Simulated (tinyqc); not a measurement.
Plane-wave Kohn-Sham cycle with exchange-only LDA in a layered model solid, step by step. One step of it, computed by the program tinyqc.

Question. Iteration 1: Hamiltonian at one k. H(m,m') = (k + G_m)^2/2 delta + V(G_m - G_m'), with V(-G) = V(G).

A solid whose potential varies along x alone (atomic units):
```
parameter,value
period a,5.300000
cross-section of the cell,17.000000
electrons per cell,2
grid points,16
"plane waves -n..n, n",2
k points,2
V1 in V1 cos(2 pi x/a),-0.140000
V2 in V2 cos(4 pi x/a),0.070000
```

V(G_m), m = 0, 1, 2, ... (hartree): -0.276753  -0.070000  0.035000  0.000000  0.000000

k = 0.250000 2 pi / a

Give: H.

Answer.

H (hartree):
```
,-2,-1,+0,+1,+2
-2,1.875,-0.070,0.035,0.000,0.000
-1,-0.070,0.119,-0.070,0.035,0.000
+0,0.035,-0.070,-0.233,-0.070,0.035
+1,0.000,0.035,-0.070,0.821,-0.070
+2,0.000,0.000,0.035,-0.070,3.281
```
